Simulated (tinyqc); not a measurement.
Binding against carrier density: donor level screened by free carriers (Yukawa potential).

Screening wave number: Debye ks^2 = 4 pi q n/(eps kB T); Thomas-Fermi ks^2 = 6 pi q n/(eps EF) with EF = c (3 pi^2 n/gv)^(2/3)/m, c = hbar^2/2m0; the two are joined by 1/ks^2 = sqrt(1/ks_D^4 + 1/ks_TF^4). 1e18/cm^3 = 1e-6/angstrom^3, q = e^2/(4 pi eps0).

Potential -(q/(eps r)) exp(-ks r), q = e^2/(4 pi eps0). In units Ry* = Ry m/eps^2 and a* = a0 eps/m the problem is [-Laplacian - 2 exp(-x r)/r] psi = E psi with x = ks a*.

Converged values use 18 functions exp(-z r), z = 1.55^i, i = -11 to 6: S = 2/A^3, H = z_i z_j S - 2/(A + x)^2, A = z_i + z_j.

Constants: e^2/(4 pi eps0) = 14.39964547 eV angstrom; kB = 8.617333262e-05 eV/K; hbar^2/2m0 = 3.80998211 eV angstrom^2.

Parameters, chosen for this exercise (near those of a donor in Si, with one mean mass; not measured data): m = 0.299 m0 (mass); eps = 11.8 (dielectric constant); gv = 6 (valleys); T = 77 K (temperature); nl = (0.018, 0.061, 0.18, 0.61, 1.8, 6.1, 18) x 1e18/cm^3 (densities).

Ry* = 29.2165 meV
a* = 20.884 angstrom

x from the joined ks; converged 1s binding (dash: x above 1.17, at or past the limit 1.19 where the state unbinds).

Results:

| n (1e18/cm^3) | EF/kB T | 1/ks (angstrom) | x | binding (meV) | n^(1/3) a* |
|---|---|---|---|---|---|
| 0.018 | 0.04 | 155.1 | 0.135 | 22.08 | 0.055 |
| 0.061 | 0.09 | 84.3 | 0.248 | 17.09 | 0.082 |
| 0.18 | 0.18 | 49.2 | 0.424 | 10.83 | 0.118 |
| 0.61 | 0.40 | 27.1 | 0.771 | 3.03 | 0.177 |
| 1.8 | 0.82 | 16.6 | 1.261 | - | 0.254 |
| 6.1 | 1.86 | 10.6 | 1.965 | - | 0.382 |
| 18 | 3.82 | 8.1 | 2.574 | - | 0.547 |

What does the comparison show?

The binding falls from 22.1 to 3.0 meV (bare value 29.2); it passes half the bare value between 0.061 and 0.18 x 1e18/cm^3. The level is unbound, or bound by less than 0.001 Ry*, from 1.8 x 1e18/cm^3 on; as the density rises, it is lost by the time n^(1/3) a* reaches 0.25. x grows with exponent 0.50 in n at the start and 0.25 at the end (1/2 for Debye, 1/6 for Thomas-Fermi screening).

Run: tinyqc, `OMP_NUM_THREADS=1 python tinyqc.py 1281232 1281233 out.jsonl`; Intel(R) Xeon(R) Processor @ 2.30GHz, one thread, shared host; about 0.01 s of CPU time with all checks.
